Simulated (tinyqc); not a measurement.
# Changing the spread s_d

Model: hydrogen passivation and dissociation of interface defects with a spread of activation energies. Computed by tinyqc, a small Python program. Command: `OMP_NUM_THREADS=1 python tinyqc.py 3019764 3019765 out.jsonl passivation sweep`. One thread of a shared host (Intel(R) Xeon(R) Processor @ 2.30GHz), about 0.01 s of CPU time with the checks.

Active defects P react as P + H2 -> HP + H and HP -> P + H; released atomic hydrogen is removed. All defects start active. Activation energies are normally distributed, independently for the two reactions.

Inputs (values chosen for the exercise, for a model interface):
```
quantity,value,unit
defect density N_0,2.7e+12,cm^-2
mean passivation energy E_f,1.62,eV
spread s_f,0.13,eV
prefactor k_f0,2.1e-08,cm^3/s
mean dissociation energy E_d,2.83,eV
prefactor k_d0,3.9e+12,1/s
dissolved hydrogen [H2],8.7e+17,cm^-3
anneal temperature T,600,K
anneal time t,18000,s
```

Ambient: hydrogen.

Constants: k_B = 8.617333262e-05 eV/K.

Method. a = k_f0 [H2] exp(-E_f/k_B T), b = k_d0 exp(-E_d/k_B T); the active share of one kind of site is b/(a + b) + (a/(a + b)) exp(-(a + b) t). Full average: z from -5 to 5 in steps of 0.125 with normalised weights exp(-z^2/2), energy = mean + spread x z, over both energies.

One run for each value:
```
spread s_d (eV),active share,"active share, single energy"
0.010,0.1709,2.972e-04
0.037,0.1709,2.972e-04
0.064,0.1709,2.972e-04
0.091,0.1709,2.972e-04
0.120,0.1709,2.972e-04
0.150,0.1709,2.972e-04
0.170,0.1709,2.972e-04
0.200,0.1710,2.972e-04
```

Describe and explain the trends.

Over the rows, active share rises from 0.170944 to 0.170961; active share, single energy does not change. The spread s_d changes the active share little here. The gap to the single-energy value at small s_d comes from the spread s_f.
